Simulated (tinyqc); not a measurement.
Capacitance measurement on a leaky thin oxide: effects of series resistance and leakage: one step of the calculation.

The device is a capacitance C in parallel with a leakage conductance G, in series with Rs and Ls. An impedance meter reports either a parallel pair (Cp, Gp) from Y = 1/Z = Gp + i w Cp or a series pair (Cs, Rm) from Z = Rm + 1/(i w Cs); w = 2 pi f, dissipation D = Gp/(w |Cp|).

Task. True capacitance and conductance. EOT = 3.9 tox/eox; CET = EOT + zc + zp; C = 3.9 eps0 A/CET; G = Jg A/Vs.

Inputs (values chosen for the exercise); values of the order met in thin-oxide MOS capacitors:
```
symbol  value    unit                                                               meaning
eox      21.8          relative permittivity of the gate insulator (close to hafnium oxide)
tox         9      nm                                                   insulator thickness
A         100    um^2                                                             gate area
zc       0.38      nm            oxide-equivalent thickness added by the accumulation layer
zp          0      nm                    oxide-equivalent thickness added by gate depletion
Jg      0.003  A/cm^2            gate leakage current density, not matched to the thickness
Vs       0.28       V                             voltage for an e-fold rise of the leakage
```

Constants: eps0 = 8.8541878128e-14 F/cm where lengths are in cm. Results are converted to the units shown.

Find: EOT; CET; C; G.

Result.

EOT = 1.610 nm
CET = 1.990 nm
C = 1.735 pF
G = 0.01071 uS

Program tinyqc, `OMP_NUM_THREADS=1 python tinyqc.py 2022065 2022066 out.jsonl`; Intel Xeon 2.30GHz, shared host, one thread, about 0.01 s.
